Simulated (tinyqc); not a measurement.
Inside a calculation. Method: tight binding, honeycomb lattice. Computed by tinyqc, a small Python program that keeps every step. Settings: t1 = 2.88, t2 = 0, phi = -0.42, delta = 0, points = 6. Command: `OMP_NUM_THREADS=1 python tinyqc.py 25351 25352 out.jsonl` (the two numbers bound the seeds that draw the settings). One thread of a shared host (Intel(R) Xeon(R) Processor @ 2.60GHz), about 0.01 s of CPU time with the checks.

## Bloch Hamiltonian at k

Parameters chosen for this model:
```
parameter,value,unit
t1,2.880000,"eV, nearest"
t2,0,"eV, second neighbours"
phi,-0.420000,"rad, phase of t2 (Haldane)"
delta,0,"eV, +/- on A and B"
```

k point k (fractions of the reciprocal vectors): -0.430000  -0.350000

H_AB = -t1 (1 + exp(-i k.a1) + exp(-i k.a2)); H_AA = delta - 2 t2 sum cos(k.b + phi), H_BB = -delta - 2 t2 sum cos(k.b - phi), b = a1, a2 - a1, -a2.

H(k) at k (eV):
```
,A,B
A,0.000000,1.418723-3.556213i
B,1.418723+3.556213i,0.000000
```

## Levels at k

Diagonalise the Hermitian matrix.

eigenvalues (eV): -3.828763  3.828763

weights |c|^2 of the basis functions:
```
,band 1,band 2
A,0.500000,0.500000
B,0.500000,0.500000
```

## Bloch Hamiltonian at K

k point K (fractions of the reciprocal vectors): 0.333333  0.666667

As before.

H(k) at K (eV):
```
,A,B
A,0.000000,0.000000
B,0.000000,0.000000
```

## Levels at K

As before.

eigenvalues (eV): 0.000000  0.000000

## Bands along a path

The same steps at evenly spaced points between the labelled ones.

Bands along the path (eV):
```
k,band 1,band 2
G,-8.640000,8.640000
G-K 0.25,-7.868306,7.868306
G-K 0.50,-5.760000,5.760000
G-K 0.75,-2.880000,2.880000
K,0,0
K-M 0.25,-1.192935,1.192935
K-M 0.50,-2.108306,2.108306
K-M 0.75,-2.683733,2.683733
M,-2.880000,2.880000
M-K' 0.25,-2.683733,2.683733
M-K' 0.50,-2.108306,2.108306
M-K' 0.75,-1.192935,1.192935
K',0,0
```

With 1 band(s) filled, the highest filled level on these points lies at K and the lowest empty one at K: the bands touch or overlap, so there is no gap.
